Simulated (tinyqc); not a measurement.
Holstein polaron on two sites. Changing the hopping t. Computed by tinyqc, a small Python program. Command: `OMP_NUM_THREADS=1 python tinyqc.py 3018117 3018118 out.jsonl holstein sweep`. One thread of a shared host (Intel(R) Xeon(R) Processor @ 2.30GHz), about 0.03 s of CPU time with the checks.

One electron on sites 1 and 2: H = -t (c1+ c2 + c2+ c1) + hbar omega sum_i b_i+ b_i - g hbar omega sum_i n_i (b_i + b_i+). The symmetric phonon shifts the energy by -g^2 hbar omega/2 and drops out; with b = (b_1 - b_2)/sqrt(2) there remains H = -t sigma_x + hbar omega b+ b - (g hbar omega/sqrt(2)) sigma_z (b + b+). Parity splits it into blocks p = +1 and -1 over phonon numbers n. Zero-point energies are left out. Weights Z refer to mode b alone; the displaced symmetric mode multiplies the full zero-phonon weight by exp(-g^2/2).

Inputs (values chosen for the exercise, for a model dimer): phonon energy hbar omega = 86 meV; coupling g = 0.312.

Method. Block p: H_nn = n hbar omega - p t (-1)^n - g^2 hbar omega/2, H_(n,n+1) = -(g hbar omega/sqrt(2)) sqrt(n + 1). Use 60 levels in both blocks; Z = c_0^2 is the weight of n = 0 in the ground state c; the splitting is the lowest odd level less the lowest even one, which without coupling is the smaller of 2t and hbar omega; <sigma_x> = sum (-1)^n c_n^2 measures the kinetic energy.

One run for each value:
```
hopping t (meV)  splitting/(2t)  weight Z of n = 0 in mode b  <sigma_x>  mean phonon number in b
4.3                     0.90651                      0.96011    0.92212                 0.040869
8.1                     0.90461                      0.96546    0.93257                 0.035386
15.0                    0.89770                      0.97283    0.94696                 0.027838
29.0                    0.86320                      0.98211    0.96508                 0.018327
54.0                    0.68718                      0.99006    0.98059                 0.010186
100.0                   0.40869                      0.99542    0.99105                 0.004695
190.0                   0.22108                      0.99828    0.99664                 0.001762
360.0                   0.11803                      0.99943    0.99888                 0.000586
690.0                   0.06194                      0.99983    0.99966                 0.000177
```

Over the rows, splitting/(2t) falls from 0.907 to 0.0619 (exponent d ln y / d ln x -0.0033 between the first rows and -0.99 between the last); weight Z of n = 0 in mode b rises from 0.960 to 1.000 (exponent d ln y / d ln x 0.0088 between the first rows and 6.2e-4 between the last); <sigma_x> rises from 0.922 to 1.000 (exponent d ln y / d ln x 0.018 between the first rows and 0.0012 between the last). For t much below hbar omega the ratio tends to exp(-g^2) = 0.907; the first row has 0.907.

Caution (rows 54.0, 100, 190, 360, 690): with hbar omega below 2t the lowest odd level starts as a one-phonon state, so the splitting here is a softened phonon and not a narrowed hopping.

Extremes, crossings and ranges named in words are read from the listed rows.
